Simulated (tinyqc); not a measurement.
Inside a calculation. Method: Hubbard ring of 5 sites. One step of it, computed by the program tinyqc.

Problem. Mean-field iteration 3. H(up) = T + U n(down), H(down) = T + U n(up); fill the lowest levels; n(new) = n + mixing (n(out) - n); E = tr T (rho up + rho down) + U sum n_up n_down of the output.

one-body matrix (hopping and site energies) (eV), lower triangle:
```
           1          2          3          4         5
1   0.000000
2  -1.040000   0.000000
3   0.000000  -1.040000   0.000000
4   0.000000   0.000000  -1.040000   0.000000
5  -1.040000   0.000000   0.000000  -1.040000  0.000000
```

U = 8.900000 eV

electrons, up and down: 4  2

mixing = 0.200000

n(up) after iteration 2: 1 0.892908, 2 0.715644, 3 0.814895, 4 0.715644, 5 0.892908

n(down) after iteration 2: 1 0.292228, 2 0.542083, 3 0.299379, 4 0.542083, 5 0.292228

Give: levels, up; levels, down; energy; n(up) after iteration 3; n(down) after iteration 3.

Solution.

levels, up (eV): 1.099  2.174  3.036  5.429  5.776

levels, down (eV): 4.906  6.006  7.017  8.605  9.350

energy = 8.310 eV

n(up) after iteration 3: 1 0.910, 2 0.695, 3 0.817, 4 0.695, 5 0.910

n(down) after iteration 3: 1 0.261, 2 0.583, 3 0.287, 4 0.583, 5 0.261
